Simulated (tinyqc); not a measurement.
Read current of a NAND string, cells in series solved by shooting: one step of the calculation.

Cells in series, numbered from 0 at the source line (0 V) to the bit line, each followed by a gap resistance Rg. A cell with gate Vg, threshold VT, source Vs and drain Vd passes I = 2 nf K Vt^2 [F(Vs) - F(Vd)]/(1 + th max(Vg - VT, 0)), F(V) = ln^2(1 + exp((Vg - VT - nf V)/(2 nf Vt))). The selected cell has Vg = Vr, the others Vg = Vp.

Problem. Node voltages for a trial current. For a trial current I start at 0 V and, cell by cell (the selected one is cell 0), solve for the drain: sqrt(F(Vd)) = sqrt(F(Vs) - I/k), k = 2 nf K Vt^2/(1 + th max(Vg - VT, 0)), Vd = [Vg - VT - 2 nf Vt ln(exp(sqrt F) - 1)]/nf, then add I Rg.

Values chosen for this exercise; values of the order met in vertical NAND strings: temperature T = 358 K; gain factor of a cell K = 5.4 uA/V^2; slope factor nf = 1.6; mobility reduction factor th = 0.04 1/V; resistance of the gap between cells Rg = 4.3 kohm; bit-line voltage Vbl = 0.7 V; pass voltage Vp = 6.3 V; read voltage on the selected word line Vr = 3.94 V.

Constants: q = 1.602176634e-19 C, kB = 1.380649e-23 J/K, Vt = kB T/q. Results are converted to the units shown.

second trial current = 0.93 uA
thresholds from the source end, cell 0 to 5 (V): 2  4.1  4.1  -1.1  4.1  4.1

Find: node voltage after each cell and gap, trial 2.

Solution.

node voltage after each cell and gap, trial 2, cell 0 to 5 (V): 0.1038  0.2035  0.3121  0.3486  0.4739  0.6188

tinyqc, about 0.9 s, one thread, Intel Xeon 2.30GHz (shared host): `OMP_NUM_THREADS=1 python tinyqc.py 2142145 2142146 out.jsonl`
